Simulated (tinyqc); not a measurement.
Deformation potentials from a strained empirical pseudopotential: one step. Hydrostatic deformation potentials. Five cases, with inputs chosen for the exercise.

Question. a = [E(+h) - E(-h)]/(3 ln((1 + h)/(1 - h))).

Case 1.

Values chosen (out of a larger set: near those of Si; not measured data): h = 0.005 (size of the test strain).

Gaps (eV):
```
gap               e = -h      e = 0     e = +h
Gamma, s-like  4.1379363  4.0040998  3.8705168
Delta          1.2335804  1.2745868  1.3132071
L              2.0841842  2.0559191  2.0266697
```

Case 2.

Values chosen (out of a larger set: a germanium-sized cell with gaps well above those of Ge; not measured data): h = 0.001 (size of the test strain).

Gaps (eV):
```
gap               e = -h      e = 0     e = +h
Gamma, s-like  1.6827245  1.6558121  1.6289452
Delta          1.2988763  1.3014343  1.3039250
L              1.1924697  1.1836978  1.1749091
```

Case 3.

Values chosen (out of a larger set: near those of Si; not measured data): h = 0.001 (size of the test strain).

Gaps (eV):
```
gap               e = -h      e = 0     e = +h
Gamma, s-like  4.0658260  4.0390547  4.0122940
Delta          1.2566351  1.2645717  1.2724135
L              2.0684294  2.0626474  2.0568265
```

Case 4.

Values chosen (out of a larger set: near those of Si; not measured data): h = 0.001 (size of the test strain).

Gaps (eV):
```
gap               e = -h      e = 0     e = +h
Gamma, s-like  4.2098694  4.1834714  4.1570820
Delta          1.1182751  1.1265118  1.1346544
L              2.0495713  2.0439718  2.0383352
```

Case 5.

Values chosen (out of a larger set: a germanium-sized cell with gaps well above those of Ge; not measured data): h = 0.001 (size of the test strain).

Gaps (eV):
```
gap               e = -h      e = 0     e = +h
Gamma, s-like  1.6227727  1.5963066  1.5698850
Delta          1.1966884  1.1993686  1.2019823
L              1.1147583  1.1061816  1.0975888
```

Give: a of the gaps to Gamma, Delta, L.

Answer.

Case 1.

a of the gaps to Gamma, Delta, L (eV): [-8.91, 2.65, -1.92]

Case 2.

a of the gaps to Gamma, Delta, L (eV): [-8.96, 0.84, -2.93]

Case 3.

a of the gaps to Gamma, Delta, L (eV): [-8.92, 2.63, -1.93]

Case 4.

a of the gaps to Gamma, Delta, L (eV): [-8.80, 2.73, -1.87]

Case 5.

a of the gaps to Gamma, Delta, L (eV): [-8.81, 0.88, -2.86]

Compression opens the Gamma gap, opens the L gap and closes the Delta gap. Only differences are defined here: the absolute shifts depend on the mean potential, which this model leaves out.

Computed by tinyqc, one run a case: `OMP_NUM_THREADS=1 python tinyqc.py N N+1 out.jsonl` with N = 1850883, 1850998, 1880034, 1880159, 1880293; one thread of a shared Intel(R) Xeon(R) Processor @ 2.30GHz, about 0.2 s a run at most.
